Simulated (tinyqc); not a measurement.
# The 3-omega method: a line heater on a substrate with a thin film, step by step

A worked calculation. Computed by tinyqc, a small Python program that keeps every step. Command: `OMP_NUM_THREADS=1 python tinyqc.py 3011660 3011661 out.jsonl threeomega walk`. One thread of a shared host (Intel(R) Xeon(R) Processor @ 2.30GHz), about 0.01 s of CPU time with the checks. Intermediate numbers are printed to about 5 digits and carried at full precision; extremes and crossings named in words are read from the listed rows.

A current at angular frequency omega = 2 pi f heats the line at 2 omega with the amplitude P per length; the temperature swing Delta T at 2 omega gives a voltage at 3 omega. The substrate is taken as semi-infinite and isotropic, and the heat capacity of heater and film is left out.

Inputs (values chosen for the exercise, modelled on polycrystalline aluminium nitride on silicon carbide): substrate conductivity kappa = 381 W/(m K); substrate heat capacity C = 2.28 1e6 J/(m^3 K); heater half-width b = 2.6 micrometre; power amplitude per length P = 17 W/m; current frequency f = 490 Hz; film thickness t = 390 nm; film conductivity kappa_f = 33 W/(m K); interface resistance R_i = 16 m^2 K/GW; substrate thickness d_s = 500 micrometre; temperature coefficient of resistance beta = 3.4 1e-3/K; voltage amplitude V_1 = 0.81 V.

## Penetration depth

D = kappa/C; q = sqrt(2 i omega/D); penetration depth 1/|q| = sqrt(D/(2 omega)).

diffusivity D = 167.11 mm^2/s

penetration depth = 164.74 micrometre

|q| b = 0.015783

penetration depth / d_s = 0.32947

Caution: the penetration depth exceeds a fifth of the substrate thickness, so the back face is felt and the semi-infinite formula fails.

## Temperature swing of the bare substrate

Delta T_s = (P/(pi kappa)) int_0^infinity (sin x/x)^2 / sqrt(x^2 + (q b)^2) dx with (q b)^2 = i |q b|^2, averaged over the heater width (12 Gauss-Legendre points on each of the pieces 0, 14 log-spaced edges from 1e-5 to 1, and multiples of pi to 40 pi; the tail adds 1/(4 (40 pi)^2)). For |q| b much below 1: Delta T_s = (P/(pi kappa)) [-ln(|q| b) + eta - i pi/4], eta = 3/2 - C_E = 0.92278, with Euler's C_E = 0.5772157.

in-phase Delta T_s = 0.072032 K

out-of-phase Delta T_s = -0.011152 K

in-phase, narrow-line form = 0.072031 K

out-of-phase, narrow-line form = -0.011155 K

The narrow-line form misses the in-phase part by 0.00 % and the out-of-phase part by 0.0 % at |q| b = 0.016.

## The film adds a constant step

One-dimensional flow across the film: Delta T_f = P (t/kappa_f + R_i)/(2 b); total in-phase swing Delta T = Delta T_s + Delta T_f; third-harmonic amplitude V_3 = V_1 beta |Delta T|/2 with the out-of-phase part included; the apparent film conductivity is t/(t/kappa_f + R_i).

Delta T_f = 0.090944 K

total in-phase swing = 0.16298 K

V_3 = 0.22494 mV

apparent film conductivity = 14.020 W/(m K)

film share of the in-phase swing = 0.55802

The interface lowers the apparent conductivity by 58 %. The film gives a large part of the signal.

## Conductivity from the slope

Take the in-phase swing at f and at 2f; in the narrow-line limit kappa = P ln 2/(2 pi [Delta T(f) - Delta T(2f)]), whatever the film and the heater width.

in-phase Delta T_s at 2f = 0.067110 K

kappa from the slope = 381.04 W/(m K)

error of the slope method = 0.0094046 %

## The window of frequencies

The slope value uses each f and 2f: kappa = P ln 2/(2 pi [Delta T(f) - Delta T(2f)]).

Bare substrate; columns: (1) f (Hz); (2) penetration depth (micrometre); (3) |q| b; (4) in-phase (K); (5) out-of-phase (K); (6) narrow-line form (K); (7) kappa from the slope (W/(m K)):
```
(1)           (2)        (3)        (4)         (5)         (6)     (7)
20         815.41  0.0031886   0.094746   -0.011155    0.094746  381.00
200        257.85   0.010083   0.078395   -0.011154    0.078395  381.01
2000       81.541   0.031886   0.062045   -0.011144    0.062043  381.15
9800       36.836   0.070582   0.050767   -0.011112    0.050757  381.71
39000      18.465    0.14080   0.040986   -0.011016    0.040949  383.81
200000     8.1541    0.31886   0.029523   -0.010636    0.029340  395.00
790000     4.1028    0.63372   0.020264  -0.0097366    0.019585  433.39
3.90e+06   1.8465     1.4080   0.010976  -0.0074440   0.0082459  613.47
2.00e+07  0.81541     3.1886  0.0049508  -0.0042493  -0.0033631  1291.1
1.20e+08  0.33289     7.8104  0.0020198  -0.0019034   -0.016087  3170.1
```

The slope gives kappa within 1 % up to |q| b = 0.14 (f = 39000 Hz) among these rows. The penetration depth stays under d_s/5 = 100 micrometre from f = 2000 Hz up, so a usable window lies between the two. At high f the flow turns one-dimensional: in-phase and out-of-phase parts become equal in size (ratio 0.94 in the last row) and fall as f^(-1/2) (exponent -0.50).

Checks made by the program: narrow-line limit at |q| b = 0.002 (relative difference 7e-07).
